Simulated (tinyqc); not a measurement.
Free and trapped electrons in a MOS channel with a dense trap tail: two steps of the calculation.

p-type body, charge-sheet picture, full ionisation (an idealisation for deep acceptors), Boltzmann statistics for free electrons. e = Ec - EF at the surface. Acceptor-like traps of density D(E) = D0 + De exp(-E/Ew) at depth E below Ec, from 0 to Eu, hold n_t = integral of D(E)/(1 + exp((e - E)/Vt)). psi = Eg - Vt ln(Nv/Na) - e; N_dep = sqrt(2 eps0 eps_r Na (psi - Vt)/q); n_f = sqrt(N_dep^2 + 2 eps0 eps_r Vt Nc exp(-e/Vt)/q) - N_dep; Vg = Vfb + psi + q (N_dep + n_t + n_f)/Cox, Cox = eps0 eox/tox.

Values chosen for this exercise; band and dielectric values close to those of 4H silicon carbide: temperature T = 250 K; band gap Eg = 3.26 eV; relative permittivity eps_r = 9.88; conduction-band density of states at T Nc = 1.32e19 cm^-3; valence-band density of states at T Nv = 1.89e19 cm^-3; relative permittivity of the insulator eox = 3.9; insulator thickness tox = 27 nm; acceptor density Na = 1.7e17 cm^-3; flat-band voltage without trapped charge Vfb = -2.67 V; constant background density of acceptor-like traps D0 = 1.6e11 cm^-2 eV^-1; density of the tail at the conduction edge De = 3.4e12 cm^-2 eV^-1; decay energy of the tail Ew = 0.07 eV; depth below Ec down to which the traps reach Eu = 0.98 eV; mobility of free electrons mf = 190 cm^2/(V s); Ec - EF at the surface e = 0.036 eV.

Constants: q = 1.602176634e-19 C, kB = 1.380649e-23 J/K, Vt = kB T/q, eps0 = 8.8541878128e-14 F/cm where lengths are in cm. Results are converted to the units shown.

Problem 1. Trapped charge. Trapezoid rule on 12 equal steps from 0 to Eu, f = 1/(1 + exp((e - E)/Vt)).

Find: E; D(E) f; n_t.

Solution 1.

E, point 0 to 12 (eV): [0, 0.08167, 0.1633, 0.2450, 0.3267, 0.4083, 0.4900, 0.5717, 0.6533, 0.7350, 0.8167, 0.8983, 0.9800]
D(E) f, point 0 to 12 (cm^-2 eV^-1): [5.635e11, 1.088e12, 4.884e11, 2.627e11, 1.920e11, 1.700e11, 1.631e11, 1.610e11, 1.603e11, 1.601e11, 1.600e11, 1.600e11, 1.600e11]
n_t = 2.881e11 cm^-2

Problem 2. Charges and gate voltage. psi, N_dep, n_f and Vg as defined, with the n_t given; free share n_f/(n_f + n_t); apparent mobility mf n_f/(n_f + n_t); gate voltage spent on traps q n_t/Cox.

n_t = 2.8806602e11 cm^-2

Find: psi; N_dep; n_f; Vg; free share; apparent mobility; gate voltage spent on traps.

Solution 2.

psi = 3.1225 V
N_dep = 2.3993e12 cm^-2
n_f = 1.1875e11 cm^-2
Vg = 3.9679 V
free share = 29.191 %
apparent mobility = 55.463 cm^2/(V s)
gate voltage spent on traps = 0.36087 V

Computed by the program tinyqc: `OMP_NUM_THREADS=1 python tinyqc.py 2222110 2222111 out.jsonl`, one thread of a shared Intel Xeon 2.30GHz, about 0.02 s for the whole run.
